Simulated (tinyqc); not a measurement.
Coupled-perturbed Hartree-Fock on RHF in the sto-3g basis, for H3+, spin multiplicity 1, step by step. One step of it, computed by the program tinyqc.

Task: Coupled step 2. U_ai = -(mu_ai + sum_bj [4 (ai|bj) - (ab|ij) - (aj|bi)] U_bj) / (e_a - e_i); alpha = -4 sum U_ai mu_ai.

U after step 1, order a2, a3:
```
[[0.712769],
 [0.816631]]
```

dipole integrals <a|y|i> (bohr), order a2, a3:
```
[[-0.643233],
 [-0.737243]]
```

orbital energies (hartree): [-1.098598, -0.082053, -0.081659]

Two-electron integrals over orbitals (pq|rs), unique and non-zero (hartree):
```
(11|11) 0.576599    (21|11) -0.000048   (21|21) 0.144330    (22|11) 0.561520
(22|21) 0.081140    (22|22) 0.647213    (31|11) 0.000032    (31|22) -0.053364
(31|31) 0.144333    (32|11) 7.89e-09    (32|21) -0.053391   (32|22) -0.000029
(32|31) -0.081121   (32|32) 0.076906    (33|11) 0.561587    (33|21) -0.081163
(33|22) 0.493364    (33|31) 0.053378    (33|32) 0.000029    (33|33) 0.647240
```

Give: U after step 2; polarisability.

Result:

U after step 2, order a2, a3:
```
[[0.723],
 [0.828]]
```

polarisability = 4.302 bohr^3
